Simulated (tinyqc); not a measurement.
What moves the results: tunnelling through a thin dielectric with one trap, as a tight-binding chain. A value that a table varies takes the place of the one given here.

Hopping -t everywhere, t = c/(m a^2), c = hbar^2/2m0; lead sites at 2t (band bottom 0), barrier sites 1 to N at 2t + phi, and site j has U besides. No voltage. Leads give S = -t exp(ika) on sites 1 and N, cos(ka) = 1 - E/(2t). T = (2 t sin(ka))^2 |G_1N|^2, G = (E - H - S)^-1. In the barrier cosh(q a) = 1 + (phi - E)/(2t).

Resonance: the lowest eigenvalue of H + S(E), iterated until its real part equals E (40 rounds from Eb = phi + 2t - sqrt(4t^2 + U^2), the level in an endless barrier). With v the normalised squared amplitudes of that state, Gamma_L = 2 t sin(ka) v_1, Gamma_R = 2 t sin(ka) v_N; Breit-Wigner T = Gamma_L Gamma_R/((E - Er)^2 + (Gamma_L + Gamma_R)^2/4).

Constants: hbar^2/2m0 = 3.80998211 eV angstrom^2.

Parameters, chosen for this exercise (barrier and mass of the size used for SiO2 on silicon; shifted at random, so the results belong to these values and not to a real crystal):

| symbol | value | unit | meaning |
|---|---|---|---|
| a | 2.5 | angstrom | site spacing |
| m | 0.48 | m0 | mass, the same in leads and barrier |
| phi | 3.23 | eV | conduction edge of the barrier above that of the leads |
| N | 9 |  | barrier sites |
| j | 4 |  | site of the trap |
| U | -3.87 | eV | extra energy on the trap site |
| E | 0.97 | eV | electron energy |

## Transmission around the level

Er = 1.14090 eV

widths (meV): left 1.3779, right 0.010991

Energies Er + x (Gamma_L + Gamma_R).

T:

| x | E (eV) | chain | Breit-Wigner | no trap |
|---|---|---|---|---|
| -8.0 | 1.1298 | 0.000117 | 0.000122 | 1.37e-09 |
| -3.0 | 1.1367 | 0.000836 | 0.000849 | 1.42e-09 |
| -1.0 | 1.1395 | 0.00625 | 0.00628 | 1.44e-09 |
| -0.5 | 1.1402 | 0.0157 | 0.0157 | 1.44e-09 |
| 0.0 | 1.1409 | 0.0314 | 0.0314 | 1.45e-09 |
| 0.5 | 1.1416 | 0.0158 | 0.0157 | 1.45e-09 |
| 1.0 | 1.1423 | 0.00632 | 0.00628 | 1.46e-09 |
| 3.0 | 1.1451 | 0.000864 | 0.000849 | 1.47e-09 |
| 8.0 | 1.1520 | 0.000128 | 0.000122 | 1.52e-09 |

How do the results move?

At Er the chain gives 0.0314, 2.17e+07 times the value without trap, and Breit-Wigner 0.0314. In the wings the single pole gives 1.04 times the chain value at x = -8 and 0.956 times at x = 8, because the widths and the level shift change with energy.

## Where a trap does most harm

The trap is moved through the barrier. The area under the resonance, 2 pi Gamma_L Gamma_R/(Gamma_L + Gamma_R), sets the current through it.

Against position:

| j | Er (eV) | Gamma_L (meV) | Gamma_R (meV) | peak | area (meV) |
|---|---|---|---|---|---|
| 3 | 1.1408 | 15.4 | 0.000983 | 0.000254 | 0.00617 |
| 4 | 1.1409 | 1.38 | 0.0110 | 0.0314 | 0.0685 |
| 5 | 1.1409 | 0.123 | 0.123 | 1.00 | 0.387 |
| 6 | 1.1409 | 0.0110 | 1.38 | 0.0314 | 0.0685 |
| 7 | 1.1408 | 0.000983 | 15.4 | 0.000254 | 0.00617 |

What does this show, and why?

The area is largest at j = 5 (0.387 meV) and 62.6 times smaller at j = 3: the slower of the two steps limits the current, so traps in the middle carry most. Each site towards a lead multiplies its width by about 11.20, close to exp(2 q a) = 11.20 at Eb.

## Direct against trap-assisted paths

N odd, the trap in the middle, j = (N + 1)/2. Direct T is that without trap at the energy Er; area = 2 pi Gamma_L Gamma_R/(Gamma_L + Gamma_R). The exponents are the slopes of the logarithms between the last two rows, per angstrom.

Against thickness:

| N | N a (angstrom) | Er (eV) | direct T | area (meV) |
|---|---|---|---|---|
| 5 | 12.5 | 1.1406 | 2.27e-05 | 48.6 |
| 7 | 17.5 | 1.1409 | 1.81e-07 | 4.33 |
| 9 | 22.5 | 1.1409 | 1.45e-09 | 0.387 |
| 11 | 27.5 | 1.1409 | 1.15e-11 | 0.0345 |
| 13 | 32.5 | 1.1409 | 9.20e-14 | 0.00308 |
| 15 | 37.5 | 1.1409 | 7.34e-16 | 0.000275 |
| 17 | 42.5 | 1.1409 | 5.86e-18 | 2.46e-05 |

exponents (1/angstrom): direct 0.9662, through the trap 0.4831

What can be read from the table?

The direct path falls as exp(-0.966 d) and the path through a central trap as exp(-0.483 d), 2.00 times more slowly, since each step crosses half the layer. From 5 to 17 sites the first loses 12.6 decades and the second 6.3: in thicker layers even few traps rule the leakage. Inelastic capture with phonons is left out.

## What each parameter does

Resonance and log10 T at E. Each row changes one parameter from the base and keeps the others.

Results:

| case | Er (eV) | Gamma_L (meV) | Gamma_R (meV) | log10 T |
|---|---|---|---|---|
| base | 1.1409 | 1.378 | 0.01099 | -6.578 |
| m = 0.442 m0 | 1.2360 | 2.160 | 0.02262 | -6.605 |
| phi = 3.33 eV | 1.2409 | 1.376 | 0.01098 | -7.141 |
| N = 10 | 1.1409 | 1.378 | 0.0009817 | -7.665 |
| j = 3 | 1.1408 | 15.44 | 0.0009825 | -6.575 |
| U = -3.754 eV | 1.2375 | 1.578 | 0.01393 | -6.971 |

What can be read from the table?

The largest shifts from the base row, up to three for each result and ties (the steps differ in size, so this ranks the rows, not the parameters). Er (eV): phi +0.1000, U +0.0966, m +0.0951; unchanged at the printed digits by N. Gamma_L (meV): j +14.1, m +0.782, U +0.200; unchanged at the printed digits by N. Gamma_R (meV): m +0.0116, N -0.0100, j -0.0100. log10 T: N -1.086, phi -0.563, U -0.393.

(tinyqc, `OMP_NUM_THREADS=1 python tinyqc.py 1482103 1482104 out.jsonl`, Intel(R) Xeon(R) Processor @ 2.30GHz, 1 thread, shared host, about 0.05 s.)
